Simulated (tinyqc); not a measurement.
# Resistance of a tapered via with liner, size effect and interface, step by step

Program tinyqc, `OMP_NUM_THREADS=1 python tinyqc.py 2750056 2750057 out.jsonl`; Intel Xeon 2.30GHz, shared host, one thread, about 0.01 s. Printed values are rounded.

A round via whose diameter grows from db at the bottom as D(z) = db + 2 z/tan(ang). The fill, of diameter D - 2 tl, starts above the bottom liner (thickness fb tl) and has rho = rho0 (1 + ks lam/(D - 2 tl)); the sidewall liner conducts in parallel with it. The bottom liner and the interface are crossed over the full area pi db^2/4. Spreading in the lines above and below is left out.

Inputs (values chosen for the exercise); fill metal close to molybdenum: diameter at the bottom db = 17 nm; height hv = 37 nm; sidewall angle ang = 86 degrees; bulk resistivity of the fill rho0 = 5.4 uohm cm; mean free path of the fill lam = 11.5 nm; size-effect factor ks = 1.1; liner on the sidewall tl = 0.4 nm; liner at the bottom over that on the sidewall fb = 0.7; resistivity of the liner rl = 210 uohm cm; interface resistivity at the bottom ri = 9.6e-13 ohm cm^2; ballistic conductance per area, about 3/(4 rho0 lam) Sb = 1.3e15 S/m^2.

## Slices of the via

Slices between z0 = fb tl and hv, evaluated at their midpoints: conductance per length pi/4 [(D - 2 tl)^2/rho + (D^2 - (D - 2 tl)^2)/rl], slice resistance = slice height over that. 8 slices.

```
slice   z (nm)   D (nm)  rho (uohm cm)  slice resistance (ohm)
0        2.575  17.3601        9.52497                 2.02076
1        7.165  18.0021        9.37104                 1.84293
2      11.7550  18.6440        9.22818                 1.68698
3      16.3450  19.2859        9.09525                 1.54951
4      20.9350  19.9278        8.97124                 1.42778
5      25.5250  20.5698        8.85528                 1.31951
6      30.1150  21.2117        8.74661                 1.22282
7      34.7050  21.8536        8.64457                 1.13614
```

## Total resistance

R_fill = sum of the slices; R_bottom = rl fb tl/(pi db^2/4); R_interface = ri/(pi db^2/4); ballistic (Sharvin) limit 1/(Sb pi (db - 2 tl)^2/4); ideal cylinder rho0 hv/(pi db^2/4).

parts (ohm): fill 12.2064, bottom liner 2.59054, interface 0.422945
R = 15.2199 ohm
shares (%): fill 80.2004, bottom liner 17.0207, interface 2.7789
ballistic limit = 3.73196 ohm
ideal cylinder = 8.80253 ohm

The fill is the largest part, and R is 1.73 times the ideal cylinder. With 2000 slices R = 15.225 ohm.
